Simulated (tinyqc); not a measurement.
MOS structure on a p-type body, non-linear Poisson equation by Newton steps: charge and capacitance against gate voltage.

One dimension, insulator interface at x = 0, acceptor density Na, uniform, net doping C = -(acceptor density). psi is counted from the intrinsic level: n = ni exp((psi - Vb)/Vt), p = ni exp(-psi/Vt); deep in the body psi_b = -Vt ln(Na/ni). The gate acts through Cox = eps0 eox/tox and has the potential psi_G = Vg - (phiM - chi - Vt ln(Nc/ni)). Boltzmann statistics, full ionisation, classical densities, no oxide or interface charge.

ni = sqrt(Nc Nv) exp(-Eg/(2 Vt)), Eg in volts. The Poisson equation d/dx(eps0 eps_r dpsi/dx) = -q (p - n + C), with eps0 eps_r dpsi/dx = -Cox (psi_G - psi_0) at x = 0, is solved on a mesh of about 600 nodes or more. N_inv is the integral of n less its value deep in the body. C_LF = Cox (1 - dpsi_0/dVg) with all carriers following; C_HF is the same with the electron quasi-Fermi level shifting uniformly so that N_inv stays fixed. The centroid is that of the same excess.

Parameters, values chosen for the exercise; band and dielectric values close to those of silicon: temperature T = 300 K; band gap Eg = 1.14 eV; relative permittivity eps_r = 11.6; conduction-band density of states at T Nc = 2.76e19 cm^-3; valence-band density of states at T Nv = 2.69e19 cm^-3; electron affinity chi = 4.03 eV; acceptor density deep in the body Na = 4.4e17 cm^-3; relative permittivity of the gate insulator (close to silicon dioxide) eox = 3.9; insulator thickness tox = 2 nm; gate work function phiM = 4.61 eV; electron quasi-Fermi potential against the body Vb = 0 V.

Constants: q = 1.602176634e-19 C, kB = 1.380649e-23 J/K, Vt = kB T/q, eps0 = 8.8541878128e-14 F/cm where lengths are in cm. Results are converted to the units shown.

Results:

| Vg (V) | psi_0 - psi_b (V) | N_inv (cm^-2) | C_LF/Cox | C_HF/Cox | centroid (nm) |
|---|---|---|---|---|---|
| 0.3 | 0.588 | 8.70e4 | 0.128 | 0.128 | 0.979 |
| 0.41 | 0.685 | 3.33e6 | 0.120 | 0.120 | 0.897 |
| 0.64 | 0.888 | 7.60e9 | 0.127 | 0.106 | 0.775 |
| 0.75 | 0.973 | 1.82e11 | 0.421 | 0.102 | 0.724 |
| 0.86 | 1.02 | 8.51e11 | 0.730 | 0.100 | 0.664 |
| 0.97 | 1.04 | 1.77e12 | 0.834 | 0.100 | 0.607 |
| 1.09 | 1.06 | 2.87e12 | 0.882 | 0.100 | 0.556 |
| 1.2 | 1.07 | 3.93e12 | 0.907 | 0.0999 | 0.516 |
| 1.31 | 1.08 | 5.01e12 | 0.922 | 0.0999 | 0.483 |

Estimate the missing row, Vg = 0.53 V.

Computed row:

| Vg (V) | psi_0 - psi_b (V) | N_inv (cm^-2) | C_LF/Cox | C_HF/Cox | centroid (nm) |
|---|---|---|---|---|---|
| 0.53 | 0.791 | 1.87e8 | 0.112 | 0.112 | 0.827 |

With this row back in the table: N_inv goes from 87000 to 5.01e12 cm^-2 and passes 2e11 cm^-2 at Vg = 0.755 V. Below threshold it takes 68.4 mV a decade between Vg = 0.53 and 0.64 V, against Vt ln 10 = 59.5 mV. C_LF/Cox is lowest, 0.112, at Vg = 0.53 V among the rows listed and ends at 0.922, while C_HF/Cox ends at 0.0999. Between the last two rows q dN_inv/dVg is 0.912 Cox. Where the classical centroid is under about 2 nm, confinement would move the charge away from the interface and raise the threshold. Above about 2e12 cm^-2 degeneracy matters too.

tinyqc, about 0.3 s, one thread, Intel Xeon 2.30GHz (shared host): `OMP_NUM_THREADS=1 python tinyqc.py 2080066 2080067 out.jsonl`
